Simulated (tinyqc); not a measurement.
One-sided p+-n junction, ionisation integral and breakdown: one step of the calculation.

A p+ layer at x < 0 and an n drift layer from x = 0. Depletion approximation, built-in voltage neglected. Local ionisation coefficients alpha_n = an exp(-(bn/E)^mx), alpha_p = ap exp(-(bp/E)^mx). Electrons move towards +x, holes towards x = 0.

Task. Ionisation integrals by the trapezoid rule. G(x) = integral from 0 to x of (alpha_n - alpha_p); I_n = integral of alpha_n exp(-G) (electrons injected at x = 0), I_p = integral of alpha_p exp(G(end) - G) (holes injected at the far edge); M = 1/(1 - I). All integrals by the trapezoid rule on the grid.

x, point 0 to 12 (um): [0.000000, 1.649355, 3.298711, 4.948066, 6.597422, 8.246777, 9.896132, 11.545488, 13.194843, 14.844198, 16.493554, 18.142909, 19.792265]
alpha_n, point 0 to 12 (1/cm): [557.38168, 357.11335, 219.72654, 129.08358, 71.904870, 37.661440, 18.358142, 8.2233090, 3.3317065, 1.1966566, 0.37131644, 0.096234391, 0.019915021]
alpha_p, point 0 to 12 (1/cm): [3434.4462, 2432.9377, 1670.2975, 1106.3709, 703.26399, 426.20846, 244.32027, 131.17952, 65.164472, 29.487755, 11.914531, 4.1875863, 1.2364172]

Find: G; alpha_n exp(-G); I_n; I_p; M_n; M_p.

Result.

G, point 0 to 12: [0.0000, -0.4085, -0.6993, -0.8995, -1.0321, -1.1163, -1.1669, -1.1957, -1.2109, -1.2184, -1.2217, -1.2230, -1.2234]
alpha_n exp(-G), point 0 to 12 (1/cm): [557.38, 537.27, 442.15, 317.33, 201.84, 115.00, 58.97, 27.19, 11.18, 4.05, 1.26, 0.33, 0.07]
I_n = 0.32909
I_p = 0.79237
M_n = 1.4905
M_p = 4.8161

tinyqc, about 0.05 s, one thread, Intel Xeon 2.30GHz (shared host): `OMP_NUM_THREADS=1 python tinyqc.py 2120048 2120049 out.jsonl`
